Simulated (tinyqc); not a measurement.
Inside a calculation. Method: Hubbard ring of 5 sites. Computed by tinyqc, a small Python program that keeps every step. Settings: hopping = 1.56, U = 7.7, mixing = 0.2, iteration cap = 50. Command: `OMP_NUM_THREADS=1 python tinyqc.py 21390 21391 out.jsonl` (the two numbers bound the seeds that draw the settings). One thread of a shared host (Intel(R) Xeon(R) Processor @ 2.60GHz), about 0.2 s of CPU time with the checks. Later iterations appear only in the table of the cycle.

## Mean-field iteration 1

one-body matrix (hopping and site energies) (eV):
```
,1,2,3,4,5
1,0.000000,-1.560000,0.000000,0.000000,-1.560000
2,-1.560000,0.000000,-1.560000,0.000000,0.000000
3,0.000000,-1.560000,0.000000,-1.560000,0.000000
4,0.000000,0.000000,-1.560000,0.000000,-1.560000
5,-1.560000,0.000000,0.000000,-1.560000,0.000000
```

U = 7.700000 eV

electrons, up and down: 3  2

mixing = 0.200000

n(up) at the start (a guess, not normalised): 1 0.600000, 2 0.600000, 3 0.600000, 4 0.600000, 5 0.600000

n(down) at the start (a guess): 1 0.400000, 2 0.400000, 3 0.400000, 4 0.400000, 5 0.400000

H(up) = T + U n(down), H(down) = T + U n(up); fill the lowest levels; n(new) = n + mixing (n(out) - n); E = tr T (rho up + rho down) + U sum n_up n_down of the output.

levels, up (eV): -0.040000  2.115867  2.115867  5.604133  5.604133

levels, down (eV): 1.500000  3.655867  3.655867  7.144133  7.144133

energy = 0.107601 eV

n(up) after iteration 1: 1 0.600000, 2 0.600000, 3 0.600000, 4 0.600000, 5 0.600000

n(down) after iteration 1: 1 0.440000, 2 0.367639, 3 0.412361, 4 0.412361, 5 0.367639

The highest filled level is degenerate with an empty one, so which vector is filled is an arbitrary choice.

## Mean-field iteration 2

As before.

levels, up (eV): -0.048406  1.955367  2.262813  5.610633  5.619594

levels, down (eV): 1.500000  3.655867  3.655867  7.144133  7.144133

energy = 0.348666 eV

n(up) after iteration 2: 1 0.588192, 2 0.609082, 3 0.596822, 4 0.596822, 5 0.609082

n(down) after iteration 2: 1 0.392000, 2 0.406472, 3 0.397528, 4 0.397528, 5 0.406472

The highest filled level is degenerate with an empty one, so which vector is filled is an arbitrary choice.

## Convergence

Each step fills the lowest levels of T + U n(other spin) and sets n(new) = n + mixing (n(out) - n); stop when output and input agree to 1e-8.

Course of the cycle:
```
iteration,E (eV),largest |n(out) - n(in)|,mean |n_up - n_down|
1,0.10760093,2.00e-01,0.200000
2,0.34866647,2.40e-01,0.200000
3,0.15621622,2.24e-01,0.202042
4,-0.07820254,1.73e-01,0.225498
5,-0.23588928,1.51e-01,0.251665
6,-0.37415385,1.45e-01,0.279420
7,-0.50934294,1.45e-01,0.307864
8,-0.64313580,1.49e-01,0.336058
9,-0.77196711,1.56e-01,0.363055
10,-0.89092977,1.59e-01,0.388030
11,-0.99589937,1.58e-01,0.410404
...,...,...,...
40,-1.38517904,3.32e-03,0.528028
41,-1.38519298,2.83e-03,0.528157
42,-1.38520318,2.42e-03,0.528266
43,-1.38521065,2.07e-03,0.528360
44,-1.38521612,1.76e-03,0.528440
45,-1.38522013,1.51e-03,0.528508
46,-1.38522307,1.28e-03,0.528566
47,-1.38522522,1.10e-03,0.528616
48,-1.38522679,9.36e-04,0.528658
49,-1.38522795,7.99e-04,0.528694
50,-1.38522879,6.82e-04,0.528725
```

Not converged within 50 iterations: the residual falls steadily but slowly, by a factor of about 0.85 a step. The lowest mean-field energy found from random starts is -2.50069 eV. Reruns (cap 100 unless said): mixing 0.5: not converged; mixing 0.9: not converged; the original settings with a cap of 400: converged in 262 (E = -2.50069).

## Exact diagonalisation (100 states)

Lowest levels of the sector, and the double occupancy of the lowest state.

lowest levels (eV): -3.468254  -3.468254  -2.273968  -2.021337  -2.021337  -1.093933

double occupancy per site = 0.070359

## The lowest level by Lanczos steps

From a random start vector (not printed): a_j = <q_j|H|q_j>, b_j = norm of the remainder after orthogonalising; the Ritz value is the lowest eigenvalue of the tridiagonal matrix of a and b so far.

Lanczos:
```
j,a_j (eV),b_j (eV),lowest Ritz value (eV)
1,5.501132,5.768193,5.50113177
2,9.798510,7.707184,1.49442350
3,7.834874,5.886071,-1.42298095
4,8.555886,5.849793,-2.53649970
5,9.449287,7.008427,-2.91934554
6,8.786094,6.402753,-3.16886812
7,8.844559,5.419966,-3.34545708
8,9.830301,4.952934,-3.41513689
9,6.758430,6.572993,-3.43774469
10,8.813995,5.278553,-3.45639267
```
